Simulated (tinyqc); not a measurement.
Worked calculation: power iteration on a symmetric matrix. Computed by tinyqc, a small Python program that keeps every step. Settings: method = power, shift = 0.88. Command: `OMP_NUM_THREADS=1 python tinyqc.py 21598 21599 out.jsonl` (the two numbers bound the seeds that draw the settings). One thread of a shared host (Intel(R) Xeon(R) Processor @ 2.60GHz), about 0.01 s of CPU time with the checks.

## Step 1

A:
```
[[0.130000, 0.260000, -0.080000, 0.276000, 0.280000],
 [0.260000, 0.439000, -0.213000, -0.605000, 0.490000],
 [-0.080000, -0.213000, 1.214000, -0.051000, 0.207000],
 [0.276000, -0.605000, -0.051000, 1.634000, 0.036000],
 [0.280000, 0.490000, 0.207000, 0.036000, 2.282000]]
```

vector v at the start: [0.447214, 0.447214, 0.447214, 0.447214, 0.447214]

shift = 0.880000

w = (A - shift) v; v' = w/|w| with its largest component positive (the first on a tie); lambda = v'^T A v'.

vector after step 1: [-0.005578, -0.202816, 0.078497, 0.163369, 0.962280]

Rayleigh quotient after step 1 = 2.076290

## Step 2

As before.

vector after step 2: [0.182643, 0.312223, 0.183363, 0.193391, 0.893385]

Rayleigh quotient after step 2 = 2.358123

## Course of the iteration

Stop when the residual |A v - lambda v| is below 1e-9.

Steps:
```
step      lambda  residual
1     2.07629027  7.69e-01
2     2.35812343  4.31e-01
3     2.43718544  2.45e-01
4     2.46145926  1.52e-01
5     2.47022782  9.89e-02
6     2.47372241  6.58e-02
7     2.47517915  4.42e-02
8     2.47579908  2.97e-02
9     2.47606597  2.01e-02
10    2.47618183  1.36e-02
11    2.47623249  9.18e-03
12    2.47625478  6.22e-03
13    2.47626465  4.22e-03
14    2.47626905  2.86e-03
15    2.47627101  1.94e-03
16    2.47627190  1.32e-03
17    2.47627230  8.98e-04
18    2.47627248  6.11e-04
19    2.47627256  4.15e-04
20    2.47627260  2.83e-04
21    2.47627261  1.92e-04
22    2.47627262  1.31e-04
23    2.47627263  8.92e-05
24    2.47627263  6.08e-05
25    2.47627263  4.14e-05
26    2.47627263  2.82e-05
27    2.47627263  1.92e-05
28    2.47627263  1.31e-05
29    2.47627263  8.92e-06
30    2.47627263  6.08e-06
```

all eigenvalues, for comparison: [-0.208161, 0.274617, 1.275784, 1.880488, 2.476273]

Not converged in 30 steps: the residual falls only by the ratio of the two largest distances of eigenvalues from the shift, 0.68 a step.
